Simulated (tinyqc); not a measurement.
Inside a calculation. Model: ESD clamp with bipolar snapback, compact model and design window.

Numbers from tinyqc (`OMP_NUM_THREADS=1 python tinyqc.py 2670125 2670126 out.jsonl`; about 0.02 s on one thread of a shared Intel Xeon 2.30GHz). Printed values are rounded.

The drain junction multiplies the current that enters it: Igen = (M - 1)(Ic + I0), M = 1/(1 - (Vj/BV)^n). The generated holes leave through the substrate resistance and the base of the parasitic npn: Igen = Vb/Rb + Ic/be, Ic = Is exp(Vb/Vt). Terminal current I = Ic + I0 + Igen and voltage V = Vj + I Ro, per width. Isothermal, constant gain.

Parameters, values chosen for the exercise; values close to those of grounded-gate n-channel clamps:
```
symbol,value,unit,meaning
T,300,K,temperature
BV,11.3,V,junction breakdown voltage
n,4.7,,exponent of the multiplication
be,9,,current gain of the parasitic npn
Is,5.6e-18,A/um,saturation current
I0,6.8e-11,A/um,junction leakage
Rb,8500,ohm um,substrate resistance
Ro,310,ohm um,drain ballast and contact resistance
It2,9.8,mA/um,failure current for 100 ns
Wf,40,um,finger width
Nf,4,,number of fingers
Lv,2,kV,human-body-model level
Vox,12.9,V,oxide breakdown voltage for 100 ns
Vdd,3.3,V,supply voltage
```

Constants: q = 1.602176634e-19 C, kB = 1.380649e-23 J/K, Vt = kB T/q. Results are converted to the units shown.

## The snapback curve

Vb, point 0 to 8 (V): 0.05  0.3  0.518  0.578  0.628  0.738  0.838  0.858  0.888

For given Vb: Ic, Igen, M = 1 + Igen/(Ic + I0), Vj = BV (1 - 1/M)^(1/n), I and V.

```
point   Ic (uA/um)          M   Vj (V)  I (uA/um)    V (V)
0      3.87392e-11    86506.1  11.3000    5.88242  11.3018
1       6.13714e-7  5.14390e5  11.3000    35.2942  11.3109
2       0.00281971    21104.7  11.2999    60.9444  11.3188
3        0.0287184    2363.34  11.2990    68.0320  11.3201
4         0.198666    372.876  11.2935    74.1032  11.3165
5          13.9972    7.31398  10.9520    102.376  10.9837
6          669.836    1.25829  8.06800    842.850  8.32929
7          1451.96    1.18063  7.57890    1714.23  8.11031
8          4633.74    1.13366  7.17013    5253.07  8.79858
```

V peaks at Vt1 = 11.32 V and falls to Vh = 8.110 V: once the npn supplies current, a small M feeds the base. At high current M tends to 1 + 1/be and Vj to BV (1 + be)^(-1/n) = 6.923 V.

## Iteration 1: base voltage at the failure current

Vb at the start = 0.8 V

I(Vb) = Ic (1 + 1/be) + I0 + Vb/Rb, I' = Ic (1 + 1/be)/Vt + 1/Rb; Newton steps on ln I: Vb(new) = Vb - ln(I/It2) I/I'. V follows from the introduction.

I = 0.265259 mA/um
V = 9.47453 V
I' = 6.73768 mS/um
Vb after iteration 1 = 0.942101 V

## Iteration 2: base voltage at the failure current

As before.

I = 41.8509 mA/um
V = 19.9318 V
I' = 1614.69 mS/um
Vb after iteration 2 = 0.904474 V

## Course of the iteration: base voltage at the failure current

Stop when Vb changes by less than 1e-10 V, or after 20 iterations. Vb must stay between 0 and 8 V.

Course of the iteration:
```
iteration    Vb (V)  |change| (V)
1          0.942101         0.142
2          0.904474        0.0376
3          0.904358       1.17e-4
4          0.904358       2.69e-9
5          0.904358       < 1e-13
```

Converged in 5 iterations. At the end the number of correct digits about doubles with each step.

## Design window and human-body level

Vt1 = 11.3201 V
Vh = 8.11026 V
Vt2 = 10.1000 V

Human-body model: 100 pF through 1500 ohm, peak current about (level - Vt2)/1500 ohm, decay time 150 ns. All fingers turn on before the first fails if Vt2 > Vt1; then the clamp carries Nf Wf It2, otherwise in the worst case Wf It2. Margins: Vh - 1.1 Vdd against latching in operation, Vox - max(Vt1, Vt2) for the protected oxide.

peak current = 1.32660 A
current the clamp carries = 0.392 A
level it withstands = 0.598100 kV
holding margin = 4.48026 V
oxide margin = 1.57993 V

Uniform turn-on is not assured; the clamp fails the level. Both margins are positive.
